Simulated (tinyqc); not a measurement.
# Schottky barrier on an n-type semiconductor with a doping step, non-linear Poisson equation by Newton steps: Capacitance-voltage profiling

One dimension, metal at x = 0, donor density C(x) = N1 for x < x1 and Nd beyond. Energies are counted from the electron Fermi level of the semiconductor and the conduction-band edge is Ec = -psi, so n = Nc exp(psi/Vt); holes follow the Fermi level of the metal, at -V, so p = Nv exp((V - psi - Eg)/Vt). Ends: psi(0) = V - phiB and psi = Vt ln(Nd/Nc) deep inside. Boltzmann statistics, full ionisation, no current, no image force in the Poisson equation.

The Poisson equation d/dx(eps0 eps_r dpsi/dx) = -q (p - n + C) is solved on a mesh of about 1000 nodes or more that ends in neutral material. C_s = q d/dV of the integral of n over x, from the linearised equation. Probed depth w = eps0 eps_r/C_s; apparent doping N_app = C_s^3/(q eps0 eps_r dC_s/dV), the derivative by central differences over +/- 0.02 V.

Values chosen for this exercise; band and dielectric values close to those of gallium arsenide:
- T = 300 K (temperature)
- Eg = 1.42 eV (band gap)
- eps_r = 12.8 (relative permittivity)
- Nc = 4.49e17 cm^-3 (conduction-band density of states at T)
- Nv = 9.04e18 cm^-3 (valence-band density of states at T)
- Nd = 1.4e16 cm^-3 (donor density deep in the semiconductor)
- phiB = 1 eV (barrier height)
- x1 = 210 nm (depth of the doping step)
- N1 = 7e14 cm^-3 (donor density above the step)

Constants: q = 1.602176634e-19 C, kB = 1.380649e-23 J/K, Vt = kB T/q, eps0 = 8.8541878128e-14 F/cm where lengths are in cm. Results are converted to the units shown.

The same in every row: true C(w) (cm^-3) = 1.40e16.

Capacitance-voltage profiling:
```
V (V)	C_s (nF/cm^2)	w (nm)	N_app (cm^-3)	|E_0| (kV/cm)
0	31.3	362	1.40e16	32.2
-0.3	28.2	402	1.40e16	40.1
-0.6	25.9	438	1.40e16	47.2
-0.9	24.0	471	1.40e16	53.8
-1.2	22.6	503	1.40e16	60.0
-1.5	21.3	532	1.40e16	65.8
-1.8	20.3	560	1.40e16	71.3
-2.1	19.3	586	1.40e16	76.5
-2.4	18.5	611	1.40e16	81.5
-2.7	17.8	636	1.40e16	86.3
-3	17.2	659	1.40e16	91.0
```

C_s falls from 31.3 to 17.2 nF/cm^2 while the probed depth goes from 362 to 659 nm. The apparent doping stays near 1.40e16 cm^-3. It departs most from the true doping at that depth for V = 0 V, where it is 0.021 % below it; so the doping is read well over the depths probed, the small gap being the error of the finite difference in V. The step lies inside the layer that is depleted at zero bias and is not seen.

Program tinyqc, `OMP_NUM_THREADS=1 python tinyqc.py 2020145 2020146 out.jsonl`; Intel Xeon 2.30GHz, shared host, one thread, about 0.2 s.
